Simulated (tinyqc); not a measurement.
# Which input was changed?

Model: ion implantation: universal nuclear stopping, Lindhard-Scharff electronic stopping and a Gaussian range profile. Computed by tinyqc, a small Python program. Command: `OMP_NUM_THREADS=1 python tinyqc.py 3001388 3001389 out.jsonl implant which`. One thread of a shared host (Intel(R) Xeon(R) Processor @ 2.30GHz), about 0.8 s of CPU time with the checks.

An ion slows by elastic collisions with screened nuclei and by friction with electrons; channelling is ignored and the target is uniform.

Inputs (values chosen for the exercise, modelled on fluorine ions in silicon):
```
quantity                                 value    unit
ion atomic number Z1                         9       -
ion mass M1                                 19       u
target atomic number Z2                     14       -
target mass M2                           28.09       u
target density N                         49.94  1/nm^3
ion energy E                               280     keV
scale factor of electronic stopping k      1.4       -
dose Q                                 2.4e+12  1/cm^2
background C_B                         3.3e+15  1/cm^3
displacement energy E_d                     15      eV
```

Method:
- Reduced energy eps = 32.53 M2 E/(Z1 Z2 (M1 + M2)(Z1^0.23 + Z2^0.23)), E in keV; s_n = ln(1 + 1.1383 eps)/(2 (eps + 0.01321 eps^0.21226 + 0.19593 eps^0.5)) for eps up to 30 and ln(eps)/(2 eps) above; S_n = 8.462 Z1 Z2 M1 s_n/((M1 + M2)(Z1^0.23 + Z2^0.23)) in 1e-15 eV cm^2.
- S_e = k 3.83 Z1^(7/6) Z2/(Z1^(2/3) + Z2^(2/3))^(3/2) sqrt(E/M1) in 1e-15 eV cm^2, E in keV.
- Path length R = int_0^E dE'/(N (S_n + S_e)); energy lost to nuclei nu = int_0^E S_n/(S_n + S_e) dE' (both with E' = E y^3 and 64 Gauss-Legendre points in y).
- Estimates of Lindhard type: R_p = R/(1 + M2/(3 M1)), straggle dR_p = (2/3) R_p sqrt(M1 M2)/(M1 + M2).
- C(x) = C_p exp(-(x - R_p)^2/(2 dR_p^2)) with C_p = Q/(sqrt(2 pi) dR_p), 1 nm = 1e-7 cm; the profile falls to the background at x_j = R_p + dR_p sqrt(2 ln(C_p/C_B)); the peak atomic fraction is C_p/N.
- Kinchin-Pease count with efficiency 0.8: N_d = 0.8 nu/(2 E_d), taking all of nu as damage energy (an upper estimate, as recoils also lose energy to electrons). Spread over a depth R_p + dR_p, displacements per atom = Q N_d/(N (R_p + dR_p)).

Question. One of these inputs alone was changed, within the range given: scale factor of electronic stopping k (0.7 to 2.8); target density N (24.97 to 99.88); ion mass M1 (9.5 to 38); target atomic number Z2 (7 to 28). Which one, and to what value?

Results:
```
run     projected range R_p (nm)  depth x_j where C falls to C_B (nm)  displacements per atom
before                  397.2538                             721.0819             0.001714076
after                   314.9024                             581.0273             0.001714076
```

Answer.

Each candidate set to reproduce projected range R_p, and what it then gives:
```
candidate                              range searched  value needed  depth x_j where C falls to C_B (nm)  displacements per atom
scale factor of electronic stopping k      0.7 to 2.8         1.926                               581.03               0.0017484
target density N (1/nm^3)              24.97 to 99.88         63.00                               581.03               0.0017141
ion mass M1 (u)                             9.5 to 38         12.53                               567.68               0.0015192
target atomic number Z2                       7 to 28         19.99                               581.03               0.0026699
```

Only target density N fits every result: it went from 49.94 to 63.0 1/nm^3. The next best candidate, scale factor of electronic stopping k, misses one result by 2.0 %.

Caution: the estimates of R_p and dR_p assume mainly nuclear stopping and an ion not much lighter than the target; here they are rough, and for light ions in heavy targets the straggle can be low by a factor of two or more.
